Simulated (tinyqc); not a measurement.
# Worked calculation: a tight-binding chain with uneven site energies, recursive Green functions

tinyqc, about 0.02 s, one thread, Intel Xeon 2.30GHz (shared host): `OMP_NUM_THREADS=1 python tinyqc.py 2660102 2660103 out.jsonl` Printed values are rounded.

The device has N = 6 slices of 1 site(s), nearest-neighbour hopping -t, and site energies U; the leads are semi-infinite continuations with site energy 0. V = <i+1|H|i> = -t 1.

Values chosen for this exercise: hopping (matrix element -t) t = 1 eV; site energies, slice by slice U = [-0.24, 0.58, 0.24, 0.03, -0.23, 0.3] eV; energy E = -1.25 eV.

Constants: q = 1.602176634e-19 C, h = 6.62607015e-34 J s. Results are converted to the units shown.

## Self-energy of the leads

Sigma = t^2 g(E), g(x) = (x - i sqrt(4 t^2 - x^2))/(2 t^2) for |x| < 2 t and (x - sign(x) sqrt(x^2 - 4 t^2))/(2 t^2) otherwise; Gamma = i (Sigma - Sigma^dagger); both leads give the same.

Sigma = -0.625000-0.780625i eV
Gamma = 1.56125 eV
open modes = 1

## Forward pass

Forward pass: g_1 = (E - H_1 - Sigma)^(-1), g_i = (E - H_i - V g_(i-1) V^dagger)^(-1), with Sigma also subtracted on the last slice; G_(i,1) = g_i V G_(i-1,1), starting from g_1. H_i is the block of slice i, its site energy.

```
site         g_i (1/eV)  G_(i,1) of the forward pass (1/eV)
1     -0.50818-1.03039i                   -0.50818-1.03039i
2     -0.47058-0.36683i                    0.13884-0.67130i
3     -0.86849-0.31252i                    0.33037-0.53963i
4     -1.54118-1.17046i                    1.14078-0.44498i
5      0.31749-0.71300i                   -0.04491+0.95465i
6     -0.32916-0.39570i                   -0.39253+0.29646i
```

## Transmission

G_(N,1) = -0.392533+0.296463i 1/eV

T(E) = Tr[Gamma G_(N,1) Gamma G_(N,1)^dagger]. Conductance (2 q^2/h) T(E).

T(E) = 0.589808
conductance = 45.6988 uS

Inverting the whole matrix gives the same value.

## Backward pass

Backward pass: G_NN = g_N, G_ii = g_i + g_i V^dagger G_(i+1,i+1) V g_i; local density of states -Im G_ii/pi on each site.

```
site          G_ii (1/eV)  local density of states (1/eV)
1      0.325522-0.890152i                        0.283344
2     -0.300168-0.565796i                        0.180099
3     -0.425162-0.600591i                        0.191174
4      0.185609-0.592173i                        0.188495
5      0.272498-0.402702i                        0.128184
6     -0.329163-0.395695i                        0.125954
```

A site of an infinite clean chain has 1/(pi sqrt(4 t^2 - x^2)) = 0.204 1/eV at this energy (x counted from the band centre); the device goes from 0.126 (site 6) to 0.283 (site 1).

## States fed from the left, and the bond current

The full first column follows backwards from c_N = G_(N,1): c_i = G_(i,1)(forward) + g_i V^dagger c_(i+1). The density of states fed by the left lead is Gamma |c_i|^2/(2 pi), and the current on bond i is 2 t Gamma Im(c_(i+1) conj(c_i)) in units of T(E).

```
site           c_i (1/eV)  density fed from the left (1/eV)
1      0.325522-0.890152i                          0.223219
2      0.430452-0.596819i                          0.134548
3      0.462205-0.202027i                          0.063225
4      0.258233+0.295799i                          0.038311
5     -0.131666+0.580649i                          0.088084
6     -0.392533+0.296463i                          0.060125
```

bond current, bond 1 to 5: 0.589808  0.589808  0.589808  0.589808  0.589808

The bond current is the same on every bond and equals T(E): the current is conserved.
